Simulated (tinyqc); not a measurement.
Resistance of a source-drain extension with a graded tip: effect of the position under the gate where the fall begins.

y runs along the channel, the gate covers y > 0. The doping is N0 for y < y0 and N0 10^(-(y - y0)/la) beyond, uniform over the depth xj. Sheet conductance s(y) = q mu(N) max(N - Nch, 0) xj + (for y > 0) ma Cox Vo, with mu(N) = u0 + (u1 - u0)/(1 + (N/Nr)^au) and Cox = eps0 eox/tox. Current is taken as one-dimensional; depletion of the tip, spreading and the contact are left out. The metallurgical junction lies at yj, where N = Nch.

R_spacer = integral of dy/s from -Ls to 0, R_ov from 0 to yj, R_channel = (Lg - 2 yj)/(ma Cox Vo), R_total = 2 R_spacer + 2 R_ov + R_channel. Electrical length L_eff = ma Cox dR_total/d(1/Vo); R_series = R_total - L_eff/(ma Cox Vo).

Values chosen for this exercise; mobility law close to that of holes in silicon:
```
symbol,value,unit,meaning
eox,8.98,,relative permittivity of the gate insulator (close to aluminium oxide)
tox,2.5,nm,insulator thickness
N0,2.3e20,cm^-3,active doping of the extension far from the gate
la,6.5,nm/decade,lateral abruptness
xj,27,nm,depth of the extension
Nch,3.8e17,cm^-3,channel doping
Ls,14,nm,spacer length
Vo,0.33,V,gate overdrive
ma,44,cm^2/(V s),mobility of the gate-induced layer
u1,470.5,cm^2/(V s),mobility at low doping
u0,44.9,cm^2/(V s),mobility at high doping
Nr,2.23e17,cm^-3,reference doping
au,0.719,,exponent
Lg,90,nm,gate length
```

Constants: q = 1.602176634e-19 C, eps0 = 8.8541878128e-14 F/cm where lengths are in cm. Results are converted to the units shown.

Results:
```
y0 (nm)  yj (nm)  R_spacer (ohm um)  R_ov (ohm um)  R_channel (ohm um)  R_total (ohm um)  L_eff (nm)  R_series (ohm um)
-6         12.08              5.653          90.55                1426              1618       70.18              98.29
-4         14.08              3.873          92.65                1339              1532       66.19              98.70
0          18.08              2.950          94.37                1166              1360       58.19              100.2
2          20.08              2.950          94.79                1079              1275       54.20              101.1
4          22.08              2.950          95.21               992.5              1189       50.20              101.9
6          24.08              2.950          95.62               905.9              1103       46.20              102.7
8          26.08              2.950          96.04               819.3              1017       42.20              103.5
```

Estimate the missing row, y0 = -2 nm.

Computed row:
```
y0 (nm)  yj (nm)  R_spacer (ohm um)  R_ov (ohm um)  R_channel (ohm um)  R_total (ohm um)  L_eff (nm)  R_series (ohm um)
-2         16.08              3.130          93.78                1252              1446       62.19              99.42
```

With this row back in the table: As y0 goes from -6 to 8, R_total falls from 1620 to 1020 ohm um, L_eff falls from 70.2 to 42.2 nm and R_series rises from 98.3 to 104 ohm um. More overlap also shortens the channel and adds capacitance, effects on threshold and speed that are left out.

tinyqc, about 0.04 s, one thread, Intel Xeon 2.30GHz (shared host): `OMP_NUM_THREADS=1 python tinyqc.py 2282083 2282084 out.jsonl`
